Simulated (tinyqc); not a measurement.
Short-channel transistor, virtual-source model with series resistance: one step of the calculation.

The current per gate width is the charge at the top of the source barrier (the virtual source) times its velocity times a saturation function; al and be are fitting constants of the model. Units: I in uA/um, Rs in ohm um, so I Rs = 1e-6 I Rs in volts; Q in uC/cm^2, so I = 1e-4 Q vx0 Fsat with vx0 in cm/s.

Problem. What the series resistance costs. Intrinsic voltages Vg' = Vgs - I Rs, Vd' = Vds - 2 I Rs. n = n0 + nd Vd', VT = VT0 - dl Vd', Ff = 1/(1 + exp((Vg' - VT + al Vt/2)/(al Vt))), Q = Cinv n Vt ln(1 + exp((Vg' - VT + al Vt Ff)/(n Vt))), Vdsat = (vx0 L/mu)(1 - Ff) + Vt Ff, Fsat = u/(1 + u^be)^(1/be) with u = Vd'/Vdsat, and I = Q vx0 Fsat per width. I0 is the current for Rs = 0. Effective velocity I/Q; transit time L Q/I.

Inputs (values chosen for the exercise): temperature T = 350 K; inversion capacitance Cinv = 3.97 uF/cm^2; velocity at the virtual source vx0 = 3.92e7 cm/s; apparent mobility mu = 490 cm^2/(V s); channel length L = 12 nm; threshold at zero drain voltage VT0 = 0.38 V; drain-induced barrier lowering dl = 0.04 V/V; subthreshold factor n0 = 1.53; growth of n with drain voltage nd = 0.05 1/V; threshold shift (in units of Vt) from weak to strong inversion al = 3.5; sharpness of saturation be = 1.4; series resistance of each contact Rs = 200 ohm um; gate voltage Vgs = 0.8 V; drain voltage Vds = 0.8 V.

Constants: q = 1.602176634e-19 C, kB = 1.380649e-23 J/K, Vt = kB T/q. Results are converted to the units shown.

converged I = 1592.2474 uA/um
I0 = 6801.9977 uA/um

Wanted: loss against I0; effective velocity; transit time.

Solution.

loss against I0 = 76.591 %
effective velocity = 3.0882e7 cm/s
transit time = 0.038858 ps

The carriers leave the virtual source at 78.8 % of vx0.

Numbers from tinyqc (`OMP_NUM_THREADS=1 python tinyqc.py 2380042 2380043 out.jsonl`; about 0.01 s on one thread of a shared Intel Xeon 2.30GHz).
